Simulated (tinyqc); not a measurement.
# One electron in a tunnel-coupled double dot: charge qubit, sensing and quantum capacitance: what changes with what

Basis (left, right), H = [[ep/2, tc], [tc, -ep/2]], splitting Om = sqrt(ep^2 + 4 tc^2), ep = al times the gate voltage. In equilibrium the electron is on the right with the chance P_R = [1 + (ep/Om) tanh(Om/2 kB T)]/2.

Values chosen for this exercise:
- tc = 5.8 ueV (tunnel coupling)
- T = 0.39 K (electron temperature)
- al = 0.59 eV/V (lever arm of the gate on the detuning)
- se = 1.3 ueV (deviation of quasi-static detuning noise)

Constants: q = 1.602176634e-19 C, kB = 1.380649e-23 J/K, hbar = 1.054571817e-34 J s, h = 6.62607015e-34 J s, Vt = kB T/q. Results are converted to the units shown.

Each table varies one quantity; the others keep the values above.

## Coherence against detuning

Noise in ep shifts Om by (ep/Om) d + (2 tc^2/Om^3) d^2. For Gaussian d of deviation se the spread of Om is sqrt[(ep se/Om)^2 + 2 (2 tc^2 se^2/Om^3)^2], and T2* is estimated as sqrt(2) hbar/spread; Om T2*/h counts the oscillations within T2*.

Coherence against detuning:

| ep (ueV) | Om (ueV) | T2* (ns) | oscillations within T2* |
|---|---|---|---|
| 0 | 11.600 | 9.0358 | 25.344 |
| 0.29 | 11.604 | 8.6248 | 24.199 |
| 0.58 | 11.614 | 7.6650 | 21.526 |
| 1.2 | 11.662 | 5.5458 | 15.638 |
| 2.3 | 11.826 | 3.4363 | 9.8260 |
| 4.6 | 12.479 | 1.9141 | 5.7756 |
| 8.7 | 14.500 | 1.1907 | 4.1746 |
| 17 | 20.581 | 0.86673 | 4.3131 |
| 35 | 36.872 | 0.75434 | 6.7254 |

T2* falls from 9.04 to 0.754 ns, towards sqrt(2) hbar/se = 0.716 ns far from the anticrossing; the first row is 12.0 times the last. First and second order are equal near ep = sqrt(2) se/2 = 0.919 ueV.

## Line shape against detuning

q^2 al^2 dP_R/d(ep) splits into Cq = q^2 al^2 (2 tc^2/Om^3) tanh(Om/2 kB T) and Ct = q^2 al^2 (ep/Om)^2/(4 kB T cosh^2(Om/2 kB T)); Ct appears only if relaxation is faster than the drive. A resonator of frequency f0, capacitance Cp and quality factor Q shifts by df = -f0 Cq/(2 Cp) and its phase by -2 Q Cq/Cp. A Ct of 0 means below 1e-6 aF.

Result of one run:

| ep (ueV) | Om (ueV) | P_R | Cq (aF) | Ct (aF) |
|---|---|---|---|---|
| 70.6 | 71.55 | 0.8885 | 8.067 | 153.5 |

What becomes of these results when the detuning ep is changed from 70.6 to 164.7 ueV, all else the same?

Result of the changed run:

| ep (ueV) | Om (ueV) | P_R | Cq (aF) | Ct (aF) |
|---|---|---|---|---|
| 164.7 | 165.1 | 0.9915 | 0.8215 | 11.96 |

The whole series:

| ep (ueV) | Om (ueV) | P_R | Cq (aF) | Ct (aF) |
|---|---|---|---|---|
| 0 | 11.60 | 0.5000 | 410.8 | 0 |
| 23.5 | 26.21 | 0.6665 | 77.40 | 287.6 |
| 47.1 | 48.51 | 0.8000 | 20.32 | 241.8 |
| 70.6 | 71.55 | 0.8885 | 8.067 | 153.5 |
| 94.1 | 94.81 | 0.9405 | 3.908 | 86.69 |
| 117.6 | 118.2 | 0.9689 | 2.143 | 46.06 |
| 141.2 | 141.7 | 0.9838 | 1.281 | 23.63 |
| 164.7 | 165.1 | 0.9915 | 0.8215 | 11.96 |
| 188.2 | 188.6 | 0.9954 | 0.5556 | 6.005 |
| 211.7 | 212.0 | 0.9974 | 0.3923 | 3.001 |
| 235.3 | 235.6 | 0.9985 | 0.2865 | 1.492 |

Cq falls from 411 to 0.286 aF, and Ct goes from 0 through a maximum of 288 (at ep = 23.5 ueV among the rows listed) to 1.49 aF. Among the rows listed Ct reaches at most 70.0 % of the peak of Cq, with tc/kB T = 0.17: heat populates the upper level, lowers Cq and adds side lobes.

Computed by the program tinyqc: `OMP_NUM_THREADS=1 python tinyqc.py 2470132 2470133 out.jsonl`, one thread of a shared Intel Xeon 2.30GHz, about 0.01 s for the whole run.
